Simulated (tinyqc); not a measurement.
Thermal and gravitational stress in a wafer during furnace and rapid thermal processing, and the onset of slip: one step, computed by the program tinyqc.

A thin free disc in plane stress, isotropic; T(r) = T_centre + dT (r/R)^n. Stress is positive in tension; sigma_SB = 5.670374419e-8 W/(m^2 K^4), g = 9.80665 m/s^2.

Task: Resolved stress round the edge. At the edge the stress is uniaxial along the tangent d = (cos phi, sin phi, 0) of a (001) wafer; the Schmid factor is the largest |(d.n)(d.b)| over the twelve {111}<110> systems.

Inputs (values chosen for the exercise, for a model wafer): edge less centre temperature dT = 33 K.

Temperature profile: edge zone, power law.

hoop stress at the edge = -19.55829 MPa

Give: Schmid factor and resolved stress at phi = 0, 7.5, 15, 22.5, 30, 37.5 and 45 degrees from [100].

Result:

Schmid factor and resolved stress at phi = 0, 7.5, 15, 22.5, 30, 37.5 and 45 degrees from [100]:
```
phi from [100] (degrees)  Schmid factor  resolved stress (MPa)
0.0                              0.4082                  7.985
7.5                              0.4541                  8.882
15.0                             0.4830                  9.446
22.5                             0.4928                  9.638
30.0                             0.4830                  9.446
37.5                             0.4541                  8.882
45.0                             0.4082                  7.985
```

The factor is 1/sqrt(6) = 0.408 along <100> and <110> and peaks at 0.4928 at 22.5 degrees, so slip, if any, starts at eight places between these directions.
